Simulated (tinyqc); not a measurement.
# Thickness from two neighbouring fringes

Inverse problem. At normal incidence a transparent film with an index between those of air and substrate, taken as constant, has reflectance minima at 2 n1 d = (m + 1/2) lam (small phase shifts at the substrate neglected). Find d and the order m of the shorter wavelength.

Parameters, values chosen for the exercise:
- n1 = 1.451 (index of the transparent film)

wavelengths of two neighbouring reflectance minima (nm): 557  716.14286

Answer. Neighbouring orders differ by one: 2 n1 d (1/lam1 - 1/lam2) = 1.

d = 863.7 nm
m = 4

Computed by the program tinyqc: `OMP_NUM_THREADS=1 python tinyqc.py 2870165 2870166 out.jsonl`, one thread of a shared Intel Xeon 2.30GHz, about 0.3 s for the whole run.
